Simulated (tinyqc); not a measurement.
What each parameter does: averaged masses of warped heavy- and light-hole bands.

Four-band hole energies E = c k^2 f(u), c = hbar^2/2m0, f = g1 -/+ 2 sqrt(g2^2 + 3 (g3^2 - g2^2) s), s = ux^2 uy^2 + uy^2 uz^2 + uz^2 ux^2 for the unit vector u; minus for heavy, plus for light holes; the mass along u is 1/f.

Grid: n x n midpoints in cos(theta) from 0 to 1 and phi from 0 to pi/2, equal weights. m_d = <f^(-3/2)>^(2/3). Conductivity mass for one scattering time: 1/m_c = <|w|^2 f^(-5/2)>/<f^(-3/2)> with w = grad_k(k^2 f)/(2 k), that is |w|^2 = f^2 + |angular gradient of f|^2/4.

Parameters, chosen for this exercise (out of a larger set: near those of GaAs; not measured data): g1 = 6.89 (Luttinger gamma1); g2 = 2.05 (gamma2); g3 = 2.96 (gamma3).

n = 40.

Results for these values:
```
case  m_d heavy (m0)  m_c heavy (m0)  m_d light (m0)  m_c light (m0)
base          0.6676          0.4926          0.0825          0.0819
```

What happens to each result for g2 = 2.111, all else kept?

Answer: m_d heavy rises from 0.6676 to 0.6798; m_c heavy rises from 0.4926 to 0.5124; m_d light falls from 0.0825 to 0.0822; m_c light falls from 0.0819 to 0.0817.

The same for each parameter in turn:
```
case        m_d heavy (m0)  m_c heavy (m0)  m_d light (m0)  m_c light (m0)
base                0.6676          0.4926          0.0825          0.0819
g1 = 6.683          0.7868          0.5341          0.0840          0.0833
g2 = 2.111          0.6798          0.5124          0.0822          0.0817
g3 = 2.871          0.6073          0.4851          0.0833          0.0828
```

(tinyqc, `OMP_NUM_THREADS=1 python tinyqc.py 1081318 1081319 out.jsonl`, Intel(R) Xeon(R) Processor @ 2.30GHz, 1 thread, shared host, about 0.04 s.)
